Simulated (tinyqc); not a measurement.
Worked calculation: tight binding, kagome lattice. Computed by tinyqc, a small Python program that keeps every step. Settings: t1 = 0.69, t2 = 0.9, delta = 0.1, bands filled = 1. Command: `OMP_NUM_THREADS=1 python tinyqc.py 28187 28188 out.jsonl` (the two numbers bound the seeds that draw the settings). One thread of a shared host (Intel(R) Xeon(R) Processor @ 2.60GHz), about 0.01 s of CPU time with the checks.

## Bloch Hamiltonian at k

Parameters chosen for this model:
```
parameter     value                unit
t1         0.690000    eV, up triangles
t2         0.900000  eV, down triangles
delta      0.100000        eV on site C
```

k point k (fractions of the reciprocal vectors): 0.38000  -0.45000

H_AB = -t1 - t2 exp(-i k.a1), H_AC = -t1 - t2 exp(-i k.a2), H_BC = -t1 - t2 exp(i k.(a1 - a2)), H_CC = delta.

H(k) at k (eV), lower triangle (Hermitian):
```
                   A                  B        C
A            0.00000
B  -0.03393-0.61609i            0.00000
C   0.16595+0.27812i  -1.12358-0.78868i  0.10000
```

## Levels at k

Diagonalise the Hermitian matrix.

eigenvalues (eV): -1.44152  -0.09063  1.63215

weights |c|^2 of the basis functions:
```
    band 1   band 2   band 3
A  0.08133  0.80229  0.11638
B  0.50991  0.03765  0.45244
C  0.40876  0.16006  0.43118
```

## Bloch Hamiltonian at K

k point K (fractions of the reciprocal vectors): 0.33333  0.66667

As before.

H(k) at K (eV), lower triangle (Hermitian):
```
                   A                  B        C
A            0.00000
B  -0.24000-0.77942i            0.00000
C  -0.24000+0.77942i  -0.24000-0.77942i  0.10000
```

## Levels at K

As before.

eigenvalues (eV): -1.07879  -0.44550  1.62429

weights |c|^2 of the basis functions:
```
    band 1   band 2   band 3
A  0.35434  0.32200  0.32366
B  0.35434  0.32200  0.32366
C  0.29132  0.35599  0.35269
```

## Bands along a path

The same steps at evenly spaced points between the labelled ones.

Bands along the path (eV):
```
k            band 1    band 2   band 3
G          -3.14713   1.59000  1.65713
G-K 0.33   -2.78365   1.27271  1.61094
G-K 0.67   -1.87587   0.36176  1.61411
K          -1.07879  -0.44550  1.62429
K-M 0.33   -1.27460  -0.25686  1.63146
K-M 0.67   -1.50901  -0.02900  1.63802
M          -1.59603   0.05524  1.64080
M-K' 0.33  -1.50901  -0.02900  1.63802
M-K' 0.67  -1.27460  -0.25686  1.63146
K'         -1.07879  -0.44550  1.62429
```

With 1 band(s) filled, the highest filled level on these points lies at K and the lowest empty one at K: a gap of 0.6333 eV, direct.
